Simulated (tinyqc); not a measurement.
Lattice vibrations of a chain, step by step. Computed by tinyqc, a small Python program that keeps every step. Command: `OMP_NUM_THREADS=1 python tinyqc.py 26745 26746 out.jsonl` (the two numbers bound the seeds that draw the settings). One thread of a shared host (Intel(R) Xeon(R) Processor @ 2.60GHz), about 0.01 s of CPU time with the checks.

## Dynamical matrix at q = 0.1

A chain moving along its axis:
```
atom               mass (u)  spring to the next atom (eV/angstrom^2)
1                   37.8000                                   3.6000
2                  105.1000                                  22.8000
second neighbours         -                                   1.1000
```

q is in units of 2 pi/a. A spring k from atom i to atom j, n cells on, adds k to Phi_ii and Phi_jj, -k exp(2 pi i q n) to Phi_ij and the conjugate to Phi_ji (for one atom a cell: 2k (1 - cos 2 pi q n)); D_ij = Phi_ij / sqrt(m_i m_j).

D(q) (eV/(angstrom^2 u)):
```
[[0.7095, -0.3498+0.2126i],
 [-0.3498-0.2126i, 0.2552]]
```

## Frequencies

omega^2 are the eigenvalues; wavenumber = 521.4708 sqrt(eigenvalue) 1/cm.

eigenvalues: [0.0142, 0.9505]

wavenumbers (1/cm): [62.2, 508.4]

weights |e|^2 of the mass-weighted modes, order atom 1, atom 2:
```
[[0.2574, 0.7426],
 [0.7426, 0.2574]]
```

## Dispersion and heat capacity

C/k_B per atom = mean over q = (j + 1/2)/80, j = 0..39 and all branches of y^2 e^y/(e^y - 1)^2, y = hc wavenumber / k_B T.

Wavenumbers (1/cm):
```
q       branch 1  branch 2
0.0000    0.0000  508.1604
0.0625   39.2367  508.2573
0.1250   77.0698  508.5175
0.1875  112.1236  508.8608
0.2500  143.0795  509.1897
0.3125  168.7100  509.4289
0.3750  187.9262  509.5546
0.4375  199.8476  509.5957
0.5000  203.8901  509.6015
```

Heat capacity:
```
T (K)  C/k_B per atom
20             0.0738
50             0.2051
100            0.3842
200            0.6403
300            0.7921
600            0.9374
1200           0.9835
```

zero-point energy per atom = 19.7816 meV
